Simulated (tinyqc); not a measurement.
## Planar metal-insulator-metal capacitor: capacitance, non-linearity, leakage and relaxation: capacitance, non-linearity and leakage against thickness

A film between two metal electrodes, each interface adding a series capacitance ci. The small-signal permittivity is ek (1 + aq E^2); the field is found with the linear permittivity. Leakage J = J0 sinh(E/Ef). After a voltage step the film passes a relaxation current kr C V tt^(-nr), tt being the time in seconds.

Planar film: Cf = eps0 ek/t, 1/C = 1/Cf + 2/ci, EOT = 3.9 eps0/C, effective permittivity C t/eps0, E = (V/t) C/Cf; quadratic coefficient [C(V)/C - 1]/V^2 with Cf (1 + aq E^2) in C(V).

Inputs (values chosen for the exercise); permittivity of the order of that of titanium dioxide: relative permittivity of the film ek = 87.6; capacitance of each electrode interface (dead layer and screening) ci = 1000 uF/cm^2; quadratic field coefficient of the permittivity aq = 0.016 cm^2/MV^2; bias V = 1.5 V; leakage prefactor J0 = 1.2e-10 A/cm^2; field for an e-fold rise of the leakage Ef = 0.31 MV/cm.

Constants: eps0 = 8.8541878128e-14 F/cm where lengths are in cm. Results are converted to the units shown.

Results:
```
t (nm)  C (uF/cm^2)  EOT (nm)  effective permittivity  E (MV/cm)  quadratic coefficient (ppm/V^2)  J (A/cm^2)
5.8           13.02    0.2651                   85.32      2.519                          4.383e4    2.027e-7
7.8           9.750    0.3542                   85.89      1.886                          2.476e4    2.629e-8
10            7.638    0.4521                   86.26      1.477                          1.527e4    7.038e-9
14            5.479    0.6302                   86.64      1.060                             7896    1.829e-9
19            4.049    0.8528                   86.89     0.7831                             4325   7.455e-10
25            3.083     1.120                   87.06     0.5963                             2513   4.019e-10
34            2.271     1.521                   87.20     0.4392                             1365   2.329e-10
60            1.289     2.678                   87.37     0.2494                            441.0   1.073e-10
```

Estimate the missing row, t = 45 nm.

Computed row:
```
t (nm)  C (uF/cm^2)  EOT (nm)  effective permittivity  E (MV/cm)  quadratic coefficient (ppm/V^2)  J (A/cm^2)
45            1.718     2.010                   87.30     0.3322                            782.0   1.547e-10
```

With this row back in the table: C falls from 13.0 to 1.29 uF/cm^2 while the effective permittivity goes from 85.3 to 87.4 (ek = 87.6). EOT is a straight line in t with slope 3.9/ek = 0.0445 and intercept 0.00691 nm. The quadratic coefficient goes as t^(-1.93) between the first two rows and t^(-1.99) between the last two (-2 without interfaces), and J falls by 3.28 decades.

Numbers from tinyqc (`OMP_NUM_THREADS=1 python tinyqc.py 2102017 2102018 out.jsonl`; about 0.01 s on one thread of a shared Intel Xeon 2.30GHz).
